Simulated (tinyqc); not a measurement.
# Undoped symmetric double-gate MOSFET, analytic potential model: effects of single changes

An undoped body of thickness ts between two equal insulators and tied gates; long channel, electrons only, n = ni exp((psi - V)/Vt) with V the quasi-Fermi potential (0 at the source, Vd at the drain), constant mobility, no quantisation. Across the body psi(x) = V - 2 Vt ln[(ts/(2 beta)) sqrt(q ni/(2 eps0 eps_r Vt)) cos(2 beta x/ts)], x from the centre. Q is the electron charge per area of the whole body.

Values chosen for this exercise; material values those of a made-up semiconductor:
- T = 300 K (temperature)
- Eg = 1.38 eV (band gap)
- eps_r = 9.72 (relative permittivity of the semiconductor)
- Nc = 3.03e19 cm^-3 (conduction-band density of states at T)
- Nv = 3.01e19 cm^-3 (valence-band density of states at T)
- eox = 3.92 (relative permittivity of the gate insulator)
- tox = 0.88 nm (insulator thickness)
- ts = 5 nm (body thickness)
- dphi = -0.01 V (gate work function less that of the intrinsic body)
- mu = 230 cm^2/(V s) (channel mobility)
- L = 0.1 um (gate length)
- Vd = 0.1 V (drain voltage)

Constants: q = 1.602176634e-19 C, kB = 1.380649e-23 J/K, Vt = kB T/q, eps0 = 8.8541878128e-14 F/cm where lengths are in cm. Results are converted to the units shown.

Each table varies one quantity; the others keep the values above.

## Effect of the gate work function less that of the intrinsic body

ni = sqrt(Nc Nv) exp(-Eg/(2 Vt)), Eg in volts; r = eps_r tox/(eox ts); V0 = dphi + 2 Vt ln[(2/ts) sqrt(2 eps0 eps_r Vt/(q ni))]. beta (between 0 and pi/2) solves (Vg - V0 - V)/(2 Vt) = ln(beta) - ln(cos beta) + 2 r beta tan(beta). Q = 8 eps0 eps_r Vt beta tan(beta)/ts; I = mu (1/L)(4 eps0 eps_r/ts)(2 Vt)^2 [g(beta_s) - g(beta_d)] per width, g = beta tan(beta) - beta^2/2 + r beta^2 tan^2(beta), with beta_s at V = 0 and beta_d at V = Vd.  I(low) is taken at Vg = 0.38 V, Qs and I(high) at Vg = 1.13 V.

Effect of the gate work function less that of the intrinsic body:

| dphi (V) | V0 (V) | I(low) (nA/um) | Qs(high) (nC/cm^2) | I(high) (uA/um) |
|---|---|---|---|---|
| -0.16 | 0.4805 | 415.2 | 4122 | 865.8 |
| -0.11 | 0.5305 | 61.28 | 3764 | 784.2 |
| -0.06 | 0.5805 | 8.886 | 3409 | 703.5 |
| -0.01 | 0.6305 | 1.285 | 3058 | 623.8 |
| 0.04 | 0.6805 | 0.1858 | 2711 | 545.4 |
| 0.09 | 0.7305 | 0.02686 | 2370 | 468.4 |
| 0.14 | 0.7805 | 0.003882 | 2035 | 393.4 |

Read the table: what changes, and by how much?

As dphi goes from -0.16 to 0.14 V, I(low) falls from 415 to 0.00388 nA/um and I(high) falls from 866 to 393 uA/um. V0 rises from 0.480 to 0.780 V. In every row the surface density at the source at the higher gate voltage passes 0.3 Nc, where Boltzmann statistics fail. In every row the body is thin enough for quantum confinement, left out here, to raise the threshold.

## Output curve

Q = 8 eps0 eps_r Vt beta tan(beta)/ts; I = mu (1/L)(4 eps0 eps_r/ts)(2 Vt)^2 [g(beta_s) - g(beta_d)] per width, g = beta tan(beta) - beta^2/2 + r beta^2 tan^2(beta), with beta_s at V = 0 and beta_d at V = Vd.

In this table Vg = 1.41 V.

Output curve:

| Vd (V) | Qd (nC/cm^2) | Qd/Qs | I (uA/um) |
|---|---|---|---|
| 0.16 | 3907 | 0.7714 | 1650 |
| 0.3 | 2919 | 0.5763 | 2748 |
| 0.43 | 2035 | 0.4019 | 3488 |
| 0.57 | 1148 | 0.2268 | 3998 |
| 0.71 | 400.3 | 0.07904 | 4242 |
| 0.84 | 28.36 | 0.005600 | 4294 |
| 0.98 | 0.1526 | 3.012e-5 | 4295 |
| 1.11 | 9.999e-4 | 1.974e-7 | 4295 |
| 1.25 | 4.447e-6 | 8.781e-10 | 4295 |

What does the table show?

The current rises from 1650 to 4300 uA/um, while the charge at the drain end falls from 0.77 to 8.8e-10 of that at the source. The current first comes within 1 % of its last value at Vd = 0.84 V among the rows. Over the last rows Qd falls by a factor of e for each Vt of drain voltage: the drain end is in weak inversion. In every row the surface density at the source passes 0.3 Nc, where Boltzmann statistics fail. In every row mu V/L, with V the smaller of Vd and Vg - V0, passes 3e6 cm/s, so velocity saturation would lower the current. In every row the body is thin enough for quantum confinement, left out here, to raise the threshold.

## Effect of the body thickness

Same model as above.

Effect of the body thickness:

| ts (nm) | V0 (V) | I(low) (nA/um) | Qs(high) (nC/cm^2) | I(high) (uA/um) |
|---|---|---|---|---|
| 1.7 | 0.6862 | 0.4369 | 3035 | 617.7 |
| 2.3 | 0.6706 | 0.5912 | 3045 | 620.3 |
| 3.3 | 0.6519 | 0.8482 | 3053 | 622.4 |
| 4.6 | 0.6348 | 1.182 | 3057 | 623.6 |
| 6.4 | 0.6177 | 1.645 | 3060 | 624.3 |
| 8.9 | 0.6006 | 2.287 | 3061 | 624.7 |
| 12 | 0.5852 | 3.084 | 3062 | 624.9 |

As ts goes from 1.7 to 12 nm, I(low) rises from 0.437 to 3.08 nA/um and I(high) rises from 618 to 625 uA/um. On average I(low) goes as ts^(1.00) and I(high) goes as ts^(0.01). Below threshold the charge is proportional to the cross-section of the body; above it the insulator sets the charge. In every row the surface density at the source at the higher gate voltage passes 0.3 Nc, where Boltzmann statistics fail. For ts = 1.7 to 6.4 nm the body is thin enough for quantum confinement, left out here, to raise the threshold.

Numbers from tinyqc (`OMP_NUM_THREADS=1 python tinyqc.py 2440153 2440154 out.jsonl`; about 0.03 s on one thread of a shared Intel Xeon 2.30GHz).
